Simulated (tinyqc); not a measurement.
Worked calculation: plane-wave Kohn-Sham cycle with exchange-only LDA in a layered model solid. One step of it, computed by the program tinyqc.

Question. Iteration 1: Hamiltonian at one k. H(m,m') = (k + G_m)^2/2 delta + V(G_m - G_m'), with V(-G) = V(G).

A solid whose potential varies along x alone (atomic units):
```
parameter                      value
period a                   13.400000
cross-section of the cell  12.000000
electrons per cell                 4
grid points                       16
plane waves -n..n, n               3
k points                           4
V1 in V1 cos(2 pi x/a)     -0.790000
```

V(G_m), m = 0, 1, 2, ... (hartree): [-0.287463, -0.395000, 0.000000, 0.000000, 0.000000, 0.000000, 0.000000]

k = 0.125000 2 pi / a

Give: H.

Answer.

H (hartree), order -3, -2, -1, +0, +1, +2, +3:
```
[[0.6212, -0.3950, 0.0000, 0.0000, 0.0000, 0.0000, 0.0000],
 [-0.3950, 0.0990, -0.3950, 0.0000, 0.0000, 0.0000, 0.0000],
 [0.0000, -0.3950, -0.2033, -0.3950, 0.0000, 0.0000, 0.0000],
 [0.0000, 0.0000, -0.3950, -0.2857, -0.3950, 0.0000, 0.0000],
 [0.0000, 0.0000, 0.0000, -0.3950, -0.1483, -0.3950, 0.0000],
 [0.0000, 0.0000, 0.0000, 0.0000, -0.3950, 0.2089, -0.3950],
 [0.0000, 0.0000, 0.0000, 0.0000, 0.0000, -0.3950, 0.7861]]
```
